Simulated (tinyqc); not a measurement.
From results back to parameters: k.p values derived from sp3s* tight binding at Gamma. Three cases, with inputs chosen for the exercise.

Problem. The electron mass obeys m0/m = A + Ep/EG, where A gathers the direct term and the higher bands, and Ep = P^2/c with c = hbar^2/2m0, P = (a/4)(sa pc Vsapc + sc pa Vscpa). The mass comes from a hidden Vscpa (s cation, p anion); sa, sc are the anion and cation parts of S+, the upper s level at Gamma, and pa, pc those of P-, the lower p level (P+ is the upper one).

Constants: hbar^2/2m0 = 3.80998211 eV angstrom^2.

Find: Ep; Vscpa.

Method. Ep = (m0/m - A) EG gives |P|; both terms of P have the sign of sc pa, and the linear relation gives Vscpa. A is held fixed, though its part from P+ also depends on Vscpa.

Case 1.

Values chosen (out of a larger set: near a published set for GaAs, fitted to gaps, whose masses and valley positions are rough; not measured data): a = 5.656 angstrom (lattice constant); Vsapc = 4.467 eV (s anion, p cation).

m = 0.1151156 m0
A = -1.54582
EG = 1.525084 eV

sa, sc, pa, pc: 0.546881  -0.837211  0.884662  -0.466233

Solution.

Ep = 15.61 eV
Vscpa = 5.83 eV

Case 2.

Values chosen (out of a larger set: near a published set for Ge, fitted to gaps, whose masses and valley positions are rough; not measured data): a = 5.659 angstrom (lattice constant); Vsapc = 5.522 eV (s anion, p cation).

m = 0.0573215 m0
A = -1.76171
EG = 0.834000 eV

sa, sc, pa, pc: 0.707107  -0.707107  0.707107  -0.707107

Solution.

Ep = 16.02 eV
Vscpa = 5.52 eV

Case 3.

Values chosen (out of a larger set: near a published set for GaAs, fitted to gaps, whose masses and valley positions are rough; not measured data): a = 5.651 angstrom (lattice constant); Vsapc = 4.521 eV (s anion, p cation).

m = 0.1222877 m0
A = -1.56000
EG = 1.599266 eV

sa, sc, pa, pc: 0.545895  -0.837853  0.882718  -0.469903

Solution.

Ep = 15.57 eV
Vscpa = 5.80 eV

Computed by tinyqc, one run a case: `OMP_NUM_THREADS=1 python tinyqc.py N N+1 out.jsonl` with N = 1451715, 1451946, 1451953; one thread of a shared Intel(R) Xeon(R) Processor @ 2.30GHz, about 0.01 s a run at most.
